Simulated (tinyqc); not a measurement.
Pariser-Parr-Pople SCF with singles CI, for the molecule C=CC1=CC=CC=CC=C1 (SMILES; centres numbered as the heavy atoms are written), step by step. Computed by tinyqc, a small Python program that keeps every step. Settings: charge = 0, gamma = Ohno, start = huckel, damping = 0, iteration cap = 76, excitations kept = 9. Command: `OMP_NUM_THREADS=1 python tinyqc.py 24479 24480 out.jsonl` (the two numbers bound the seeds that draw the settings). One thread of a shared host (Intel(R) Xeon(R) Processor @ 2.60GHz), about 0.02 s of CPU time with the checks. Later iterations appear only in the table of the cycle.

## PPP integrals

Centres (angstrom, eV; a flat drawing with bonds scaled to 1.40 angstrom):
```
centre          x          y  core charge z          W   gamma_rr
1C      -3.362000   0.462000              1  11.160000  11.130000
2C      -2.445000  -0.596000              1  11.160000  11.130000
3C      -1.070000  -0.330000              1  11.160000  11.130000
4C      -0.299000  -1.499000              1  11.160000  11.130000
5C       1.073000  -1.779000              1  11.160000  11.130000
6C       2.241000  -1.008000              1  11.160000  11.130000
7C       2.522000   0.364000              1  11.160000  11.130000
8C       1.751000   1.532000              1  11.160000  11.130000
9C       0.379000   1.813000              1  11.160000  11.130000
10C     -0.789000   1.041000              1  11.160000  11.130000
```

Resonance integrals (eV):
```
i    j       beta
1    2  -2.390000
2    3  -2.390000
3    4  -2.390000
4    5  -2.390000
5    6  -2.390000
6    7  -2.390000
7    8  -2.390000
8    9  -2.390000
9   10  -2.390000
10   3  -2.390000
```

Ohno: gamma = 14.399645/sqrt(R^2 + a^2), a = 2 x 14.399645/(gamma_rr + gamma_ss); H_rr = -W_r - sum_(s != r) z_s gamma_rs; H_rs = beta for bonds.

repulsion gamma_rs (eV), order 1C, 2C, 3C, 4C, 5C, 6C, 7C, 8C, 9C, 10C:
```
[[11.130000, 7.553599, 5.239053, 3.730262, 2.804379, 2.426083, 2.389842, 2.675723, 3.442752, 4.901864],
 [7.553599, 11.130000, 7.552427, 5.406161, 3.663468, 2.951504, 2.757636, 2.951104, 3.663179, 5.405635],
 [5.239053, 7.552427, 11.130000, 7.552821, 4.978469, 3.979041, 3.710813, 3.978634, 4.978469, 7.555315],
 [3.730262, 5.406161, 7.552821, 11.130000, 7.553047, 4.978281, 3.978069, 3.710152, 3.978035, 4.978573],
 [2.804379, 3.663468, 4.978469, 7.553047, 11.130000, 7.555250, 4.978469, 3.979041, 3.710813, 3.979491],
 [2.426083, 2.951504, 3.979041, 4.978281, 7.555250, 11.130000, 7.552464, 4.978573, 3.978634, 3.711404],
 [2.389842, 2.757636, 3.710813, 3.978069, 4.978469, 7.552464, 11.130000, 7.555250, 4.978469, 3.979247],
 [2.675723, 2.951104, 3.978634, 3.710152, 3.979041, 4.978573, 7.555250, 11.130000, 7.552464, 4.978281],
 [3.442752, 3.663179, 4.978469, 3.978035, 3.710813, 3.978634, 4.978469, 7.552464, 11.130000, 7.553646],
 [4.901864, 5.405635, 7.555315, 4.978573, 3.979491, 3.711404, 3.979247, 4.978281, 7.553646, 11.130000]]
```

core matrix H (eV), order 1C, 2C, 3C, 4C, 5C, 6C, 7C, 8C, 9C, 10C:
```
[[-46.323558, -2.390000, 0.000000, 0.000000, 0.000000, 0.000000, 0.000000, 0.000000, 0.000000, 0.000000],
 [-2.390000, -53.064714, -2.390000, 0.000000, 0.000000, 0.000000, 0.000000, 0.000000, 0.000000, 0.000000],
 [0.000000, -2.390000, -60.685042, -2.390000, 0.000000, 0.000000, 0.000000, 0.000000, 0.000000, -2.390000],
 [0.000000, 0.000000, -2.390000, -57.025401, -2.390000, 0.000000, 0.000000, 0.000000, 0.000000, 0.000000],
 [0.000000, 0.000000, 0.000000, -2.390000, -54.362427, -2.390000, 0.000000, 0.000000, 0.000000, 0.000000],
 [0.000000, 0.000000, 0.000000, 0.000000, -2.390000, -53.271235, -2.390000, 0.000000, 0.000000, 0.000000],
 [0.000000, 0.000000, 0.000000, 0.000000, 0.000000, -2.390000, -53.040258, -2.390000, 0.000000, 0.000000],
 [0.000000, 0.000000, 0.000000, 0.000000, 0.000000, 0.000000, -2.390000, -53.519223, -2.390000, 0.000000],
 [0.000000, 0.000000, 0.000000, 0.000000, 0.000000, 0.000000, 0.000000, -2.390000, -54.996461, -2.390000],
 [0.000000, 0.000000, -2.390000, 0.000000, 0.000000, 0.000000, 0.000000, 0.000000, -2.390000, -58.203457]]
```

## Starting guess

pi electrons, sum of z_r less the charge = 10

Orbitals of the Hueckel matrix of the beta values.

P at the start, order 1C, 2C, 3C, 4C, 5C, 6C, 7C, 8C, 9C, 10C:
```
[[0.922875, 0.851365, 0.077125, -0.393396, -0.077125, 0.257185, 0.077125, -0.155439, -0.077125, 0.019228],
 [0.851365, 1.000000, 0.477198, 0.000000, -0.136211, 0.000000, 0.101746, 0.000000, -0.136211, 0.000000],
 [0.077125, 0.477198, 0.922875, 0.734383, 0.077125, -0.291651, -0.077125, 0.120974, 0.077125, 0.321758],
 [-0.393396, 0.000000, 0.734383, 1.096406, 0.436713, -0.096406, 0.070101, 0.096406, -0.270394, -0.096406],
 [-0.077125, -0.136211, 0.077125, 0.436713, 0.922875, 0.798464, 0.077125, -0.321267, -0.077125, 0.142230],
 [0.257185, 0.000000, -0.291651, -0.096406, 0.798464, 1.096406, 0.407097, -0.096406, 0.091358, 0.096406],
 [0.077125, 0.101746, -0.077125, 0.070101, 0.077125, 0.407097, 0.922875, 0.819721, 0.077125, -0.342523],
 [-0.155439, 0.000000, 0.120974, 0.096406, -0.321267, -0.096406, 0.819721, 1.096406, 0.385840, -0.096406],
 [-0.077125, -0.136211, 0.077125, -0.270394, -0.077125, 0.091358, 0.077125, 0.385840, 0.922875, 0.849337],
 [0.019228, 0.000000, 0.321758, -0.096406, 0.142230, 0.096406, -0.342523, -0.096406, 0.849337, 1.096406]]
```

## Iteration 1: Fock matrix

F_rr = H_rr + P_rr gamma_rr / 2 + sum_(s != r) P_ss gamma_rs; F_rs = H_rs - P_rs gamma_rs / 2; E = tr P (H + F) / 2 + core repulsion sum_(r<s) z_r z_s gamma_rs.

F (eV), order 1C, 2C, 3C, 4C, 5C, 6C, 7C, 8C, 9C, 10C:
```
[[-5.770352, -5.605437, -0.202030, 0.733735, 0.108144, -0.311976, -0.092158, 0.207956, 0.132761, -0.047127],
 [-5.605437, -5.926429, -4.192001, 0.000000, 0.249503, 0.000000, -0.140289, 0.000000, 0.249483, 0.000000],
 [-0.202030, -4.192001, -5.258700, -5.163330, -0.191982, 0.580245, 0.143098, -0.240655, -0.191982, -3.605493],
 [0.733735, 0.000000, -5.163330, -5.807265, -4.039257, 0.239968, -0.139433, -0.178840, 0.537818, 0.239982],
 [0.108144, 0.249503, -0.191982, -4.039257, -5.070828, -5.406299, -0.191982, 0.639167, 0.143098, -0.283002],
 [-0.311976, 0.000000, 0.580245, 0.239968, -5.406299, -5.706823, -3.927292, 0.239982, -0.181739, -0.178901],
 [-0.092158, -0.140289, 0.143098, -0.139433, -0.191982, -3.927292, -5.039031, -5.486599, -0.191982, 0.681492],
 [0.207956, 0.000000, -0.240655, -0.178840, 0.639167, 0.239982, -5.486599, -5.726197, -3.847022, 0.239968],
 [0.132761, 0.249483, -0.191982, 0.537818, 0.143098, -0.181739, -0.191982, -3.847022, -5.120453, -5.597796],
 [-0.047127, 0.000000, -3.605493, 0.239982, -0.283002, -0.178901, 0.681492, 0.239968, -5.597796, -5.897946]]
```

pi energy = -130.136910 eV

## Iteration 1: orbitals and new P

Diagonalise F (the basis is taken as orthonormal) and form P = 2 sum c c over the lowest orbitals.

orbital energies (eV): [-14.764966, -13.265557, -12.378862, -11.051911, -8.119102, -2.935675, -0.275147, 1.530954, 2.194677, 3.741565]

P after iteration 1, order 1C, 2C, 3C, 4C, 5C, 6C, 7C, 8C, 9C, 10C:
```
[[0.954215, 0.893459, 0.055724, -0.364768, -0.052832, 0.206848, 0.051044, -0.110445, -0.055614, -0.000046],
 [0.893459, 1.007451, 0.422211, 0.004154, -0.092913, -0.005051, 0.066654, 0.005934, -0.101183, -0.004683],
 [0.055724, 0.422211, 0.911101, 0.784058, 0.076012, -0.288646, -0.069179, 0.110500, 0.076475, 0.289904],
 [-0.364768, 0.004154, 0.784058, 1.096538, 0.392979, -0.081849, 0.059342, 0.075732, -0.254141, -0.088792],
 [-0.052832, -0.092913, 0.076012, 0.392979, 0.907399, 0.837918, 0.078189, -0.305023, -0.068659, 0.117546],
 [0.206848, -0.005051, -0.288646, -0.081849, 0.837918, 1.099200, 0.368049, -0.085988, 0.077650, 0.079634],
 [0.051044, 0.066654, -0.069179, 0.059342, 0.078189, 0.368049, 0.904128, 0.854271, 0.080639, -0.312406],
 [-0.110445, 0.005934, 0.110500, 0.075732, -0.305023, -0.085988, 0.854271, 1.104469, 0.346887, -0.091461],
 [-0.055614, -0.101183, 0.076475, -0.254141, -0.068659, 0.077650, 0.080639, 0.346887, 0.902191, 0.876977],
 [-0.000046, -0.004683, 0.289904, -0.088792, 0.117546, 0.079634, -0.312406, -0.091461, 0.876977, 1.113309]]
```

## Iteration 2: Fock matrix

As before.

F (eV), order 1C, 2C, 3C, 4C, 5C, 6C, 7C, 8C, 9C, 10C:
```
[[-5.649066, -5.764416, -0.145970, 0.680341, 0.074080, -0.250915, -0.060993, 0.147760, 0.095733, 0.000113],
 [-5.764416, -5.797203, -3.984358, -0.011229, 0.170192, 0.007454, -0.091903, -0.008756, 0.185326, 0.012658],
 [-0.145970, -3.984358, -5.181453, -5.350924, -0.189213, 0.574267, 0.128355, -0.219820, -0.190363, -3.485158],
 [0.680341, -0.011229, -5.350924, -5.884051, -3.874096, 0.203733, -0.118034, -0.140488, 0.505492, 0.221028],
 [0.074080, 0.170192, -0.189213, -3.874096, -5.149024, -5.555341, -0.194631, 0.606849, 0.127390, -0.233887],
 [-0.250915, 0.007454, 0.574267, 0.203733, -5.555341, -5.877381, -3.779839, 0.214048, -0.154471, -0.147777],
 [-0.060993, -0.091903, 0.128355, -0.118034, -0.194631, -3.779839, -5.121829, -5.617116, -0.200729, 0.621570],
 [0.147760, -0.008756, -0.219820, -0.140488, 0.606849, 0.214048, -5.617116, -5.883221, -3.699926, 0.227659],
 [0.095733, 0.185326, -0.190363, 0.505492, 0.127390, -0.154471, -0.200729, -3.699926, -5.109538, -5.702189],
 [0.000113, 0.012658, -3.485158, 0.221028, -0.233887, -0.147777, 0.621570, 0.227659, -5.702189, -5.940204]]
```

pi energy = -130.409463 eV

## Iteration 2: orbitals and new P

As before.

orbital energies (eV): [-14.764385, -13.291432, -12.468828, -11.107429, -8.321770, -2.798283, -0.144112, 1.456770, 2.158349, 3.688152]

P after iteration 2, order 1C, 2C, 3C, 4C, 5C, 6C, 7C, 8C, 9C, 10C:
```
[[0.961270, 0.912394, 0.049833, -0.343312, -0.043828, 0.179489, 0.039654, -0.088430, -0.045004, -0.011620],
 [0.912394, 1.009251, 0.390364, 0.002165, -0.073806, -0.002808, 0.051049, 0.004213, -0.083462, -0.004137],
 [0.049833, 0.390364, 0.906760, 0.807952, 0.072022, -0.283832, -0.061784, 0.103532, 0.072333, 0.279528],
 [-0.343312, 0.002165, 0.807952, 1.099555, 0.368647, -0.077402, 0.058679, 0.066517, -0.251466, -0.080245],
 [-0.043828, -0.073806, 0.072022, 0.368647, 0.905161, 0.856979, 0.073080, -0.296381, -0.061361, 0.105780],
 [0.179489, -0.002808, -0.283832, -0.077402, 0.856979, 1.100931, 0.346288, -0.079102, 0.075475, 0.068959],
 [0.039654, 0.051049, -0.061784, 0.058679, 0.073080, 0.346288, 0.902811, 0.871047, 0.074786, -0.299239],
 [-0.088430, 0.004213, 0.103532, 0.066517, -0.296381, -0.079102, 0.871047, 1.103851, 0.326570, -0.082245],
 [-0.045004, -0.083462, 0.072333, -0.251466, -0.061361, 0.075475, 0.074786, 0.326570, 0.900422, 0.889339],
 [-0.011620, -0.004137, 0.279528, -0.080245, 0.105780, 0.068959, -0.299239, -0.082245, 0.889339, 1.109987]]
```

## Iteration 3: Fock matrix

As before.

F (eV), order 1C, 2C, 3C, 4C, 5C, 6C, 7C, 8C, 9C, 10C:
```
[[-5.636941, -5.835931, -0.130538, 0.640322, 0.061455, -0.217728, -0.047384, 0.118307, 0.077469, 0.028479],
 [-5.835931, -5.783342, -3.864099, -0.005851, 0.135192, 0.004145, -0.070387, -0.006217, 0.152868, 0.011182],
 [-0.130538, -3.864099, -5.177764, -5.441160, -0.179279, 0.564690, 0.114635, -0.205957, -0.180053, -3.445959],
 [0.640322, -0.005851, -5.441160, -5.903384, -3.782204, 0.192663, -0.116715, -0.123394, 0.500170, 0.199753],
 [0.061455, 0.135192, -0.179279, -3.782204, -5.149635, -5.627345, -0.181913, 0.589657, 0.113850, -0.210475],
 [-0.217728, 0.004145, 0.564690, 0.192663, -5.627345, -5.896861, -3.697663, 0.196907, -0.150144, -0.127968],
 [-0.047384, -0.070387, 0.114635, -0.116715, -0.181913, -3.697663, -5.136196, -5.680489, -0.186159, 0.595372],
 [0.118307, -0.006217, -0.205957, -0.123394, 0.589657, 0.196907, -5.680489, -5.908674, -3.623205, 0.204718],
 [0.077469, 0.152868, -0.180053, 0.500170, 0.113850, -0.150144, -0.186159, -3.623205, -5.135837, -5.748874],
 [0.028479, 0.011182, -3.445959, 0.199753, -0.210475, -0.127968, 0.595372, 0.204718, -5.748874, -5.956306]]
```

pi energy = -130.477622 eV

## Iteration 3: orbitals and new P

As before.

orbital energies (eV): [-14.764810, -13.287921, -12.486027, -11.151352, -8.404026, -2.731472, -0.105721, 1.437416, 2.142748, 3.666223]

P after iteration 3, order 1C, 2C, 3C, 4C, 5C, 6C, 7C, 8C, 9C, 10C:
```
[[0.965054, 0.921572, 0.045344, -0.330958, -0.038211, 0.165679, 0.033604, -0.077632, -0.038772, -0.018025],
 [0.921572, 1.009784, 0.372784, 0.000399, -0.064840, -0.001412, 0.043591, 0.002958, -0.074262, -0.003295],
 [0.045344, 0.372784, 0.909341, 0.820598, 0.067042, -0.280906, -0.055902, 0.099326, 0.066815, 0.276619],
 [-0.330958, 0.000399, 0.820598, 1.097220, 0.354191, -0.072245, 0.061293, 0.060130, -0.253521, -0.072925],
 [-0.038211, -0.064840, 0.067042, 0.354191, 0.907272, 0.867446, 0.068168, -0.292329, -0.055898, 0.100507],
 [0.165679, -0.001412, -0.280906, -0.072245, 0.867446, 1.098064, 0.333735, -0.073073, 0.076364, 0.061580],
 [0.033604, 0.043591, -0.055902, 0.061293, 0.068168, 0.333735, 0.905473, 0.879801, 0.069207, -0.293747],
 [-0.077632, 0.002958, 0.099326, 0.060130, -0.292329, -0.073073, 0.879801, 1.099942, 0.316284, -0.074922],
 [-0.038772, -0.074262, 0.066815, -0.253521, -0.055898, 0.076364, 0.069207, 0.316284, 0.903954, 0.895119],
 [-0.018025, -0.003295, 0.276619, -0.072925, 0.100507, 0.061580, -0.293747, -0.074922, 0.895119, 1.103897]]
```

## Convergence

Stop when output and input P, before any damping, agree to 1e-7.

Course of the cycle:
```
iteration         E (eV)  largest |P(out) - P(in)|
1          -130.13690964                  5.50e-02
2          -130.40946272                  3.18e-02
3          -130.47762189                  1.76e-02
4          -130.49791223                  9.51e-03
5          -130.50577930                  6.95e-03
6          -130.51002621                  6.65e-03
7          -130.51298528                  6.24e-03
8          -130.51533206                  5.82e-03
9          -130.51729198                  5.40e-03
10         -130.51895911                  5.02e-03
11         -130.52038545                  4.65e-03
...                  ...                       ...
66         -130.52870554                  5.40e-05
67         -130.52870570                  4.98e-05
68         -130.52870583                  4.58e-05
69         -130.52870595                  4.22e-05
70         -130.52870605                  3.89e-05
71         -130.52870613                  3.59e-05
72         -130.52870620                  3.30e-05
73         -130.52870626                  3.04e-05
74         -130.52870631                  2.81e-05
75         -130.52870635                  2.59e-05
76         -130.52870639                  2.38e-05
```

Not converged within 76 iterations: the residual falls steadily but slowly, by a factor of about 0.92 a step. Reruns (cap 100 unless said): damping 0.5: not converged; the original settings with a cap of 400: converged in 143 (E = -130.52871).
